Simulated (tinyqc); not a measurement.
MOSFET with velocity saturation and source resistance: course of the iteration: saturation current with source resistance.

Strong inversion, charge Q = Cox (Vg - m V) at channel potential V with Vg the gate overdrive, and drift velocity v = mu E/(1 + mu E/vsat). Integrating along the channel gives I = mu Cox (1/L)(Vg Vd - m Vd^2/2)/(1 + Vd/Vc) per width, Vc = vsat L/mu, which peaks at Vdsat. Units: I in uA/um, Rs in ohm um, so the drop over Rs is 1e-6 I Rs volts.

Vg = Vgs - I Rs - VT (0 if negative), mu = mu0/(1 + th Vg), Vc = vsat L/mu, x = sqrt(1 + 2 Vg/(m Vc)), Vdsat = 2 Vg/(m (1 + x)), Isat = Cox vsat Vg (x - 1)/(x + 1) per width. I(new) = Isat.

Stop when I changes by less than 1e-6 uA/um, or after 25 iterations.

Inputs (values chosen for the exercise): gate capacitance Cox = 1.17 uF/cm^2; mobility at low gate voltage mu0 = 130 cm^2/(V s); mobility degradation th = 0.4 1/V; saturation velocity vsat = 1.2e7 cm/s; body factor m = 1.06; threshold VT = 0.43 V; channel length L = 2 um; source resistance Rs = 1500 ohm um; gate voltage Vgs = 1.8 V.

I at the start = 0 uA/um

Course of the iteration:

| iteration | I (uA/um) | \|change\| (uA/um) |
|---|---|---|
| 1 | 41.6320 | 41.6 |
| 2 | 38.5941 | 3.04 |
| 3 | 38.8134 | 0.219 |
| 4 | 38.7976 | 0.0159 |
| 5 | 38.7987 | 1.15e-3 |
| 6 | 38.7986 | 8.28e-5 |
| 7 | 38.7986 | 5.98e-6 |
| 8 | 38.7986 | 4.32e-7 |

Did this iteration meet its convergence test, and what does its course show?

Yes. Converged in 8 iterations. At the end each change is about 0.072 times the one before, with alternating sign: linear convergence. The resistance lowers Isat by 6.81 %.

Numbers from tinyqc (`OMP_NUM_THREADS=1 python tinyqc.py 2500120 2500121 out.jsonl`; about 0.01 s on one thread of a shared Intel Xeon 2.30GHz).
